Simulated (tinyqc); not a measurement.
How many levels, and whether to terminate: recursion (Haydock) method for the local density of states: surface site of a cubic lattice.

One orbital a site at energy 0, hopping -t to the 6 nearest neighbours of a cubic lattice; the start u0 is a site in the outermost layer of a half crystal, with energy V. Recursion: a_n = <u_n|H|u_n>, b_(n+1) u_(n+1) = (H - a_n) u_n - b_n u_(n-1), b > 0. G(z) = 1/(z - a0 - b1^2/(z - a1 - b2^2/(...))), z = E + i eta. After n levels the tail is b_n^2 T with the square-root terminator T = (z - sqrt(z - 2b) sqrt(z + 2b))/(2 b^2), b = 3t so that the band edges lie at -/+ 6t.

Reference: the closed form for a chain (bulk 1/sqrt(z^2 - 4t^2), end site (z - sqrt(z^2 - 4t^2))/(2t^2)), averaged over 400 points (j + 1/2) pi/400 in each remaining direction with z shifted by 2t cos k, then G/(1 - V G).

Values chosen for the exercise:
- t = 0.77 eV (hopping)
- V = 0 eV (shift of the starting site)
- eta = 0.039 eV (broadening)

Energies as fractions of the half width 6t.

Density (1/eV):

| fraction | E (eV) | 2 levels | 4 levels | 7 levels | 7, no terminator | reference |
|---|---|---|---|---|---|---|
| -1.10 | -5.082 | 0.0009 | 0.0009 | 0.0008 | 0.0008 | 0.0008 |
| -0.90 | -4.158 | 0.0133 | 0.0104 | 0.0116 | 0.0096 | 0.0114 |
| -0.60 | -2.772 | 0.0717 | 0.0756 | 0.0769 | 0.0350 | 0.0760 |
| -0.35 | -1.617 | 0.1605 | 0.1498 | 0.1501 | 0.3163 | 0.1479 |
| -0.15 | -0.693 | 0.1966 | 0.2026 | 0.1995 | 0.0137 | 0.2013 |
| 0.00 | 0.000 | 0.2013 | 0.2090 | 0.2155 | 2.7488 | 0.2135 |
| 0.15 | 0.693 | 0.1966 | 0.2026 | 0.1995 | 0.0137 | 0.2013 |
| 0.35 | 1.617 | 0.1605 | 0.1498 | 0.1501 | 0.3163 | 0.1479 |
| 0.60 | 2.772 | 0.0717 | 0.0756 | 0.0769 | 0.0350 | 0.0760 |
| 0.90 | 4.158 | 0.0133 | 0.0104 | 0.0116 | 0.0096 | 0.0114 |
| 1.10 | 5.082 | 0.0009 | 0.0009 | 0.0008 | 0.0008 | 0.0008 |

Largest errors against the reference: 0.0126 (2 levels), 0.0045 (4), 0.0022 (7) and 2.535 without terminator, which leaves seven broadened spikes in place of a band. With seven levels the error is largest at E = -1.62 and 1.62 eV, at or next to a van Hove point of the lattice, which makes the b_n oscillate and converges last.

(tinyqc, `OMP_NUM_THREADS=1 python tinyqc.py 1481559 1481560 out.jsonl`, Intel(R) Xeon(R) Processor @ 2.30GHz, 1 thread, shared host, about 0.2 s.)
